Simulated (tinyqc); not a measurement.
## Poole-Frenkel parameters from three currents

Inverse problem. Poole-Frenkel conduction in an insulator follows J = s0 F exp[-(pt - sqrt(q F/(pi eps0 ei)))/Vt], Vt = kB T/q, F in V/cm. Find ei, pt and s0.

Constants: q = 1.602176634e-19 C, kB = 1.380649e-23 J/K, eps0 = 8.8541878128e-14 F/cm where lengths are in cm. Results are converted to the units shown.

J at (1.12 MV/cm, 300 K), (4.5 MV/cm, 300 K) and (4.5 MV/cm, 350 K) (A/cm^2): [2.0173750e-9, 0.037131946, 0.46849705]

Answer. The two fields give the lowering coefficient and so ei; the two temperatures give the lowered barrier, to which the lowering is added back.

ei = 4.14
pt = 1.25 eV
s0 = 0.420 S/cm

Program tinyqc, `OMP_NUM_THREADS=1 python tinyqc.py 2370058 2370059 out.jsonl`; Intel Xeon 2.30GHz, shared host, one thread, about 0.01 s.
